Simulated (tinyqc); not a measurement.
Fully depleted semiconductor-on-insulator film with two gates, non-linear Poisson equation by Newton steps: two steps of the calculation.

One dimension across the film, front interface at x = 0, back interface at x = ts. psi is counted from the intrinsic level, n = ni exp(psi/Vt) (source grounded), holes neglected, acceptors ionised. Gates act through Cox = eps0 eox/tox and Cbox = 3.9 eps0/tb with potentials G1 = Vg - (phiM - chi - Vt ln(Nc/ni)) and G2 = Vb - (phiB - chi - Vt ln(Nc/ni)). Classical Boltzmann densities, no interface charge, no depletion in the back plane.

Values chosen for this exercise; band and dielectric values close to those of In0.53Ga0.47As:
- T = 300 K (temperature)
- eox = 3.9 (relative permittivity of the gate insulator (close to silicon dioxide))
- tox = 1.3 nm (insulator thickness)
- ts = 14 nm (film thickness)
- tb = 38 nm (buried-oxide thickness (eps_r 3.9))
- Na = 1e15 cm^-3 (acceptor density of the film)

Constants: q = 1.602176634e-19 C, kB = 1.380649e-23 J/K, Vt = kB T/q, eps0 = 8.8541878128e-14 F/cm where lengths are in cm. Results are converted to the units shown.

Problem 1. Density, residual and Jacobian diagonal. Nodes 0 to 7, h = ts/7, box widths w = h (h/2 at both ends), a = eps0 eps_r/h. F_i = a (psi_(i+1) - 2 psi_i + psi_(i-1)) - q w_i (n_i + Na); F_0 = a (psi_1 - psi_0) + Cox (G1 - psi_0) - q w_0 (n_0 + Na); F_7 = a (psi_6 - psi_7) + Cbox (G2 - psi_7) - q w_7 (n_7 + Na). Diagonal b_i = -2 a - q w_i n_i/Vt, with -a - Cox and -a - Cbox in place of -2 a at the ends.

psi at the start, node 0 to 7 (V): 0.08  0.08  0.08  0.08  0.08  0.08  0.08  0.08
ni = 9.1866900e11 cm^-3
a = 6.1979315 uF/cm^2
G1 = 0.86925076 V
G2 = -0.36074924 V

Find: n; residual F; diagonal b.

Solution 1.

```
node  n (cm^-3)  residual F (1e-6 C/cm^2)  diagonal b (F/cm^2)
0      2.028e13                     2.096            -8.854e-6
1      2.028e13                     0.000            -1.240e-5
2      2.028e13                     0.000            -1.240e-5
3      2.028e13                     0.000            -1.240e-5
4      2.028e13                     0.000            -1.240e-5
5      2.028e13                     0.000            -1.240e-5
6      2.028e13                     0.000            -1.240e-5
7      2.028e13                    -0.040            -6.289e-6
```

Problem 2. Newton step. Solve a d_(i-1) + b_i d_i + a d_(i+1) = -F_i for all nodes. Each component d is damped to sign(d) Vt ln(1 + |d|/Vt) before it is added.

a = 6.1979315 uF/cm^2

```
node  diagonal b (F/cm^2)  residual F (C/cm^2)  psi after iteration 1 (V)
0           -8.8545661e-6         1.8593441e-6                 0.16800785
1           -1.2396604e-5       -1.1929492e-10                 0.16747362
2           -1.2396589e-5       -1.2180570e-10                 0.16692842
3           -1.2396573e-5       -1.2450678e-10                 0.16637175
4           -1.2396558e-5       -1.2741511e-10                 0.16580313
5           -1.2396542e-5       -1.3054951e-10                 0.16522202
6           -1.2396527e-5       -1.3393104e-10                 0.16462785
7           -6.2891276e-6        -4.3943839e-8                 0.16402001
```

Wanted: Newton step d, before damping; psi after iteration 2.

Solution 2.

```
node  Newton step d, before damping (V)  psi after iteration 2 (V)
0                               0.66306                    0.25287
1                               0.64727                    0.25174
2                               0.63159                    0.25058
3                               0.61599                    0.24941
4                               0.60049                    0.24821
5                               0.58507                    0.24698
6                               0.56974                    0.24573
7                               0.55449                    0.24445
```

Computed by the program tinyqc: `OMP_NUM_THREADS=1 python tinyqc.py 2190063 2190064 out.jsonl`, one thread of a shared Intel Xeon 2.30GHz, about 0.4 s for the whole run.
